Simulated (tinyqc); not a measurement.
## Inductance and parasitic capacitance from two readings

Question. A loss-free coil L in parallel with C shows the apparent inductance L/(1 - w^2 L C), w = 2 pi f. Find L, C and the self-resonance 1/(2 pi sqrt(L C)).

apparent inductance at 4.9 and 7.5 GHz (nH): 1.2747300  2.2047995

Solution. The inverse of the reading is 1/L - w^2 C, a straight line in w^2.

L = 0.9700 nH
C = 260.0 fF
self-resonance = 10.02 GHz

tinyqc, about 0.01 s, one thread, Intel Xeon 2.30GHz (shared host): `OMP_NUM_THREADS=1 python tinyqc.py 2302031 2302032 out.jsonl`
